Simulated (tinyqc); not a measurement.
Composition against offsets: model-solid line-up of a strained alloy layer on a substrate.

All values of the alloy are linear in x but the gap, Eg(x) = (1 - x) Eg_A + x Eg_B - C x (1 - x), and the valence edge, Ev(x) = (1 - x) Ev_A + x Ev_B + fv C x (1 - x); Ec = Ev + Eg. Ev is the top of the unstrained valence band on a scale common to all materials. In the layer only the Gamma valley of the conduction band is followed, also where an X or L valley would lie lower.

Coherent growth on a (001) face: e_par = (a_s - a)/a, e_perp = -2 (C12/C11) e_par; exx = eyy = e_par, ezz = e_perp, no shear.

Strained edges: Ec + ac tr(e); the valence edges are Ev plus the levels of the 6 x 6 matrix of X, Y, Z times spin with -Dso/3 + l exx + m (eyy + ezz) on the diagonal (cyclic), n exy off it, l = av + 2 b, m = av - b, n = sqrt(3) d. Spin-orbit term (Dso/3) L.sigma on X, Y, Z with (L_k)_ij = -i epsilon_kij: <X+|H|Y+> = -i Dso/3, <X+|H|Z-> = Dso/3, <Y+|H|Z-> = -i Dso/3, <Z+|H|X-> = -Dso/3, <Z+|H|Y-> = i Dso/3, <X-|H|Y-> = i Dso/3, and their conjugates; + and - are the spin along z.

dEc = Ec(substrate) - Ec(layer), dEv = Ev(layer) - Ev(substrate); positive values confine the carrier in the layer. Type I: both of one sign; type II: opposite signs; type III: the gaps do not overlap.

Inputs chosen for the exercise (A near GaP, B near GaAs, substrate near GaAs; the results hold for these values, not for the real material):

| symbol | value | unit | meaning |
|---|---|---|---|
| a | (5.445, 5.653) | angstrom | lattice constant of A, B |
| Eg | (2.909, 1.526) | eV | gap at Gamma to the s-like level of A, B |
| Dso | (0.079, 0.342) | eV | spin-orbit splitting of A, B |
| Ev | (-1.26, -0.79) | eV | top of the unstrained valence band of A, B |
| ac | (-8.17, -7.26) | eV | conduction deformation potential of A, B |
| av | (1.7, 1.17) | eV | valence hydrostatic potential of A, B |
| b | (-1.61, -1.97) | eV | tetragonal shear potential of A, B |
| d | (-4.61, -4.85) | eV | trigonal shear potential of A, B |
| C11 | (139.1, 123.8) | GPa | of A, B |
| C12 | (62.2, 57.3) | GPa | of A, B |
| C44 | (69.5, 59.9) | GPa | of A, B |
| C | 0.224 | eV | bowing of the gap |
| fv | 0 |  | share of the bowing taken by the valence edge |
| a_s | 5.653 | angstrom | substrate |
| Eg_s | 1.526 | eV | lowest gap of the substrate |
| Ev_s | -0.79 | eV | substrate valence edge |
| face | 001 |  | growth face |

Each composition is strained to the same substrate.

Results:

| x | e_par (%) | relaxed gap (eV) | strained gap (eV) | valence splitting (meV) | dEc (eV) | dEv (eV) | type |
|---|---|---|---|---|---|---|---|
| 0.21 | 2.99 | 2.581 | 2.108 | 255 | -0.421 | -0.160 | I |
| 0.32 | 2.57 | 2.418 | 2.021 | 217 | -0.350 | -0.144 | I |
| 0.43 | 2.14 | 2.259 | 1.936 | 179 | -0.283 | -0.127 | I |
| 0.54 | 1.72 | 2.107 | 1.853 | 142 | -0.220 | -0.107 | I |
| 0.64 | 1.34 | 1.972 | 1.780 | 109 | -0.166 | -0.088 | I |
| 0.75 | 0.93 | 1.830 | 1.701 | 74 | -0.111 | -0.064 | I |
| 0.86 | 0.52 | 1.693 | 1.623 | 40 | -0.060 | -0.038 | I |
| 0.97 | 0.11 | 1.561 | 1.547 | 8 | -0.012 | -0.008 | I |

The layer stays under tension over this range. The strained gap runs from 2.108 to 1.547 eV, against 2.581 to 1.561 eV for the relaxed alloy: strain takes back part of the change that the composition makes. Strains above 2 % can be kept only in layers of a few nanometres. The line-up is type I throughout, with the layer as the barrier. Offsets below about 50 meV are within the spread of parameter sets, so those rows do not settle the type. Where the alloy is indirect its X or L edge, left out, lies lower and sets the real gap and dEc.

(tinyqc, `OMP_NUM_THREADS=1 python tinyqc.py 1050228 1050229 out.jsonl`, Intel(R) Xeon(R) Processor @ 2.30GHz, 1 thread, shared host, about 0.01 s.)
